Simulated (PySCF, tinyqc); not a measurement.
Ways to converge the cycle: SCF convergence aids in the sto-6g basis, for H4, spin multiplicity 1. Computed by the program tinyqc with PySCF. RHF with one setting changed at a time; a run stops when the energy changes by less than 1e-09 hartree and the error matrix is below 1e-5. The start is the core Hamiltonian. Damping d keeps d of the old density; a shift (hartree) raises the virtual levels; DIIS n extrapolates F over n matrices.

Geometry (angstrom):

| atom | x | y | z |
|---|---|---|---|
| H | 0.0000 | 0.0000 | 0.0000 |
| H | 0.0000 | 0.0000 | 1.1220 |
| H | 0.0000 | 0.0000 | 2.1150 |
| H | 0.0000 | 0.0000 | 3.2370 |

lowest restricted solution found by these runs and by PySCF = -2.049651 hartree

Largest element of the error matrix X^T (FDS - SDF) X:

| iteration | plain | damping 0.3 | damping 0.6 | shift 0.4 | DIIS 3 | DIIS 8 |
|---|---|---|---|---|---|---|
| 1 | 4.6e-01 | 4.6e-01 | 4.6e-01 | 4.6e-01 | 4.6e-01 | 4.6e-01 |
| 2 | 4.4e-02 | 1.1e-01 | 2.7e-01 | 1.2e-01 | 4.4e-02 | 4.4e-02 |
| 3 | 3.7e-03 | 2.8e-02 | 1.5e-01 | 3.0e-02 | 1.6e-03 | 1.6e-03 |
| 4 | 4.2e-04 | 6.6e-03 | 8.7e-02 | 7.9e-03 | 1.4e-03 | 1.4e-03 |
| 5 | 1.3e-04 | 1.6e-03 | 4.9e-02 | 4.6e-03 | 1.4e-07 | 1.4e-03 |
| 6 | 4.5e-05 | 5.2e-04 | 2.8e-02 | 2.5e-03 | 1.2e-10 | 1.4e-03 |
| 8 | 5.0e-06 | 1.7e-04 | 9.0e-03 | 7.4e-04 | - | 1.3e-03 |
| 10 | - | 4.9e-05 | 2.8e-03 | 2.1e-04 | - | 1.4e-07 |
| 14 | - | 4.0e-06 | 2.8e-04 | 1.8e-05 | - | - |
| 20 | - | - | 4.0e-05 | - | - | - |
| 30 | - | - | 1.9e-06 | - | - | - |

How each run ends:

| run | iterations | E (hartree) | state |
|---|---|---|---|
| plain | 8 | -2.049651 | lowest found |
| damping 0.3 | 18 | -2.049651 | lowest found |
| damping 0.6 | 38 | -2.049651 | lowest found |
| shift 0.4 | 16 | -2.049651 | lowest found |
| DIIS 3 | 6 | -2.049651 | lowest found |
| DIIS 8 | 11 | -2.049651 | lowest found |

What does the comparison show, and why?

6 of 6 runs reach the lowest restricted solution found, in 6 to 38 iterations (fastest: DIIS 3). Plain steps already contract here, so damping only slows them. DIIS 3 gains by cancelling the error over several earlier matrices, much as a quasi-Newton step does. DIIS minimises the error, not the energy, so it can stall or settle near a saddle, and its small system turns near-singular when few rotations are active. The restricted reference is unstable here: a spin-polarised solution lies 0.0128 hartree lower (PySCF), so results built on it describe a poor reference.
